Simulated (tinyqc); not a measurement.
What moves the results: Lorentz oscillators and the Kramers-Kronig relations. A value that a table varies takes the place of the one given here.

eps(E) = 1 + sum_j S_j/(E0_j^2 - E^2 - i G_j E).

Kramers-Kronig: eps1(E) = 1 + (2/pi) P integral_0^infinity E1 eps2(E1)/(E1^2 - E^2) dE1. Maclaurin rule on the grid E_j = j h, j = 1 .. M: eps1(E_i) = 1 + (4 h/pi) sum over j with j - i odd of E_j eps2(E_j)/(E_j^2 - E_i^2); nothing is added above E_M.

n + i k = sqrt(eps1 + i eps2) with k >= 0; R = ((n - 1)^2 + k^2)/((n + 1)^2 + k^2) at normal incidence from vacuum; alpha = 2 E k/(hbar c), times 1e8 for 1/cm; loss function Im(-1/eps) = eps2/(eps1^2 + eps2^2).

Constants: hbar c = 1973.269805 eV angstrom.

Parameters, chosen for this exercise (line positions loosely like those of Si; Lorentz tails absorb below the gap, where the real solid is clear; not measured data):
```
symbol  value               unit  meaning
E0      (3.33, 4.23, 5.18)  eV    resonances
G       (0.22, 0.37, 1.33)  eV    widths
S       (29.3, 95.4, 54.7)  eV^2  strengths
h       0.25                eV    grid step
M       30                        grid points E_j = j h
E_t     1.3                 eV    energy below the first line
E       5.75                eV    photon energy
```

## Numerical transform against the formula

Every third grid point is listed; the error is the transform minus the formula.

Dielectric function:
```
E (eV)    eps2  eps1 formula  eps1 transform   error
0.50     0.136        11.166          12.720   1.554
1.25     0.396        12.066          10.014  -2.051
2.00     0.896        14.328          16.534   2.205
2.75     2.806        20.957          16.458  -4.499
3.50    16.395         2.938           8.609   5.671
4.25    63.364        -5.189          -0.201   4.988
5.00    11.083       -11.558         -14.823  -3.265
5.75     5.241        -9.999          -8.668   1.331
6.50     1.940        -6.516          -7.732  -1.215
7.25     0.937        -4.305          -3.903   0.401
```

How do the results move?

The largest error listed is +5.671 at 3.50 eV. The rule samples every 2h = 0.5 eV and the narrowest line is 0.22 eV wide, so it is not resolved. The grid ends at 7.5 eV, where eps2 is still 0.768; the error at the last point listed, nearest the missing tail, is +0.401.

## How far the spectrum must be known

The integrals are done by adaptive quadrature and cut at E_cut. f-sum share: (2/pi) integral of E eps2 over sum S. Static share: (2/pi) integral of eps2/E over eps(0) - 1.

Cut integrals:
```
E_cut (eV)  eps1(E_t)  f-sum share  static share
4.1             6.659        0.308         0.494
5.7            11.636        0.834         0.949
7.8            12.072        0.928         0.991
10.4           12.134        0.954         0.997
15.5           12.155        0.972         0.999
25.9           12.161        0.984         1.000
```

eps1(E_t) from the formula = 12.163

How do the results move?

Cut at 5.7 eV, just above the last line, eps1(E_t) lacks 0.526; cut at 25.9 eV it lacks 0.001. At 7.8 eV the static sum has reached 0.991 and the f-sum only 0.928: the f-sum weights eps2 by E and the static sum by 1/E, so the f-sum needs the far tail.

## Optical constants across the spectrum

Spectrum:
```
E (eV)     eps1    eps2      n      k      R   loss
0.78     11.395   0.220  3.376  0.033  0.295  0.002
1.84     13.662   0.748  3.698  0.101  0.330  0.004
2.90     24.128   4.184  4.930  0.424  0.442  0.007
3.96     28.832  22.927  5.730  2.001  0.535  0.017
5.02    -11.437  11.009  1.490  3.695  0.700  0.044
6.07     -8.409   3.317  0.561  2.954  0.799  0.041
7.13     -4.584   1.038  0.241  2.155  0.844  0.047
8.19     -2.722   0.479  0.145  1.656  0.857  0.063
9.25     -1.692   0.269  0.103  1.305  0.859  0.092
10.31    -1.053   0.169  0.082  1.030  0.853  0.149
11.37    -0.626   0.115  0.072  0.794  0.838  0.283
12.43    -0.323   0.082  0.072  0.573  0.806  0.737
```

What can be read from the table?

Among the energies listed the largest values are at (eV): eps2 3.96; n 3.96; k 5.02; R 9.25; loss 12.43 (last row, still rising). eps1 crosses zero at 3.42, 3.44, 4.23 and 14.08 eV; the last crossing is upward and marks the plasmon, against sqrt(sum S) = 13.39 eV for free electrons.

## What each oscillator parameter does

At the energy E. Each row changes one parameter from the base and keeps the others.

Results:
```
case                             eps1   eps2      n      k      R
base                           -9.999  5.241  0.803  3.263  0.769
E0 = (3.33, 4.23, 5.439) eV    -9.193  6.867  1.068  3.215  0.708
G = (0.22, 0.37, 1.995) eV     -8.496  4.624  0.767  3.014  0.749
S = (29.3, 95.4, 65.64) eV^2  -10.700  6.101  0.899  3.392  0.762
E = 6.038 eV                   -8.568  3.465  0.581  2.984  0.796
```

What does this show?

The largest shifts from the base row, up to three for each result and ties (the steps differ in size, so this ranks the rows, not the parameters). eps1: G +1.503, E +1.431, E0 +0.806. eps2: E -1.775, E0 +1.626, S +0.860. n: E0 +0.265, E -0.223, S +0.096. k: E -0.278, G -0.248, S +0.130. R: E0 -0.061, E +0.028, G -0.020.

(tinyqc, `OMP_NUM_THREADS=1 python tinyqc.py 1682158 1682159 out.jsonl`, Intel(R) Xeon(R) Processor @ 2.30GHz, 1 thread, shared host, about 0.2 s.)
